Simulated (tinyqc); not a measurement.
From results back to parameters: image-charge renormalisation of a gap near a dielectric or metal. Five cases, with inputs chosen for the exercise.

Problem. A small molecule or defect in vacuum at height z above the image plane of a substrate has both its electron and hole levels stabilised by (e^2/4 pi eps0)(es - 1)/((es + 1) 4 z), so its gap shrinks by twice that. The reduced gap is given.

Constants: e^2/(4 pi eps0) = 14.39964547 eV angstrom.

Case 1.

Values chosen: E0 = 2.14 eV (quasiparticle gap far from the surface); es = 4.5 (dielectric constant of the substrate (1e4: a metal)).

gap near the surface = 1.22366 eV

Case 2.

Values chosen: E0 = 7.48 eV (quasiparticle gap far from the surface); es = 25 (dielectric constant of the substrate (1e4: a metal)).

gap near the surface = 5.10643 eV

Case 3.

Values chosen: E0 = 7.93 eV (quasiparticle gap far from the surface); es = 4.5 (dielectric constant of the substrate (1e4: a metal)).

gap near the surface = 7.17890 eV

Case 4.

Values chosen: E0 = 2.72 eV (quasiparticle gap far from the surface); es = 10000 (dielectric constant of the substrate (1e4: a metal)).

gap near the surface = 1.49994 eV

Case 5.

Values chosen: E0 = 3.56 eV (quasiparticle gap far from the surface); es = 4.5 (dielectric constant of the substrate (1e4: a metal)).

gap near the surface = 1.79781 eV

Find: reduction; (es - 1)/(es + 1); z.

Solution. z = (e^2/4 pi eps0)(es - 1)/((es + 1) 2 x reduction). Local and hybrid functionals miss this shift, since it is a non-local correlation effect.

Case 1.

reduction = 0.9163 eV
(es - 1)/(es + 1) = 0.6364
z = 5.00 angstrom

Case 2.

reduction = 2.3736 eV
(es - 1)/(es + 1) = 0.9231
z = 2.80 angstrom

Case 3.

reduction = 0.7511 eV
(es - 1)/(es + 1) = 0.6364
z = 6.10 angstrom

Case 4.

reduction = 1.2201 eV
(es - 1)/(es + 1) = 0.9998
z = 5.90 angstrom

Case 5.

reduction = 1.7622 eV
(es - 1)/(es + 1) = 0.6364
z = 2.60 angstrom

Computed by tinyqc, one run a case: `OMP_NUM_THREADS=1 python tinyqc.py N N+1 out.jsonl` with N = 1850919, 1850930, 1851008, 1851029, 1851059; one thread of a shared Intel(R) Xeon(R) Processor @ 2.30GHz, about 0.03 s a run at most.
